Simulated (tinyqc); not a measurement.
Alloy A(1-x)B(x) by interpolation with bowing, step by step. Values are carried at full precision from step to step, so a last printed digit may differ when a step is redone from the rounded ones.

Each gap follows E(x) = (1 - x) E_A + x E_B - C x (1 - x); the lattice constant follows Vegard, a(x) = (1 - x) a_A + x a_B.

Constants: hc = 1239.841984 eV nm; kB = 8.617333262e-05 eV/K.

Inputs chosen for the exercise (A near Ge, B near Si; shifted at random, so the results belong to these values and not to a real crystal): a = (5.654, 5.432) angstrom (lattice constant of A, B); x = 0.45 (fraction of B); Eg = (0.9, 4.245) eV (gap at Gamma to the s-like level of A, B); EgX = (0.917, 1.181) eV (gap to the lowest valley along Gamma-X of A, B); EgL = (0.733, 2.091) eV (gap to L of A, B); C = (0.195, 0.229, 0) eV (bowing of the Gamma, X and L gaps); Dso = (0.294, 0.045) eV (spin-orbit splitting of A, B); Ep = (26.2, 21.7) eV (Kane energy of A, B); me = (0.0383, 0.1975) m0 (electron mass at Gamma of A, B); Cs = 0 eV (bowing of Dso); md = (0.1035, 0.98, 0.61) m0 (density-of-states masses of Gamma, all X and all L valleys); T = 300 K (temperature).

## Gaps and lattice constant at x

Also give the wavelength hc/E of the lowest gap.

a(x) = 5.5541 angstrom

linear parts (eV): Gamma 2.4053, X 1.0358, L 1.3441

bowing terms C x (1 - x) (eV): Gamma 0.0483, X 0.0567, L 0.0000

gaps (eV): Gamma 2.3570, X 0.9791, L 1.3441

wavelength of the lowest gap = 1266.3 nm

The lowest valley is X, so the gap is indirect; the next, L, lies 365 meV higher.

## Where the valleys cross

The difference of two gaps is a quadratic q2 x^2 + q1 x + q0 with q2 = C_i - C_j, q1 = (E_B - E_A - C)_i - (E_B - E_A - C)_j, q0 = E_A,i - E_A,j; give its roots between 0 and 1 (a dash: none).

Crossings:
```
pair         q2      q1      q0  first root  second root
Gamma-X  -0.034   3.115  -0.017      0.0055            -
Gamma-L   0.195   1.792   0.167           -            -
X-L       0.229  -1.323   0.184      0.1426            -
```

The lowest valley changes at x = 0.143 (L to X, gap 0.927 eV). The other crossings lie above the lowest valley.

## Electron mass of the alloy

Mass at Gamma from the Kane formula 1/m = F + Ep (Eg + 2 Dso/3)/(Eg (Eg + Dso)). F is fixed by the masses of A and B and interpolated linearly, as is Ep; Eg and Dso carry their bowing.

Compare with the linear interpolation of the masses.

F of A, B: -0.6121  -0.0307

Ep, Eg, Dso at x (eV): 24.1750  2.3570  0.1820

m(x) from the Kane formula = 0.1035 m0
m(x) linear = 0.1099 m0

The Kane value lies 5.9 % below the linear one. The Gamma valley is not the lowest at this x.

## Shares of the electrons in the valleys

Non-degenerate: n_i proportional to md_i^(3/2) exp(-E_i/kT).

md^(3/2): Gamma 0.0333, X 0.9702, L 0.4764

(E - E_min)/kT: Gamma 53.30, X 0.00, L 14.12

shares: Gamma 0.000, X 1.000, L 0.000

X holds most electrons (100.0 %).

## Checks

- The Gamma and X gaps at their crossing x = 0.0055 (eV): both 0.9172.
- The X and L gaps at their crossing x = 0.1426 (eV): both 0.9266.

(tinyqc, `OMP_NUM_THREADS=1 python tinyqc.py 1080614 1080615 out.jsonl`, Intel(R) Xeon(R) Processor @ 2.30GHz, 1 thread, shared host, about 0.01 s.)
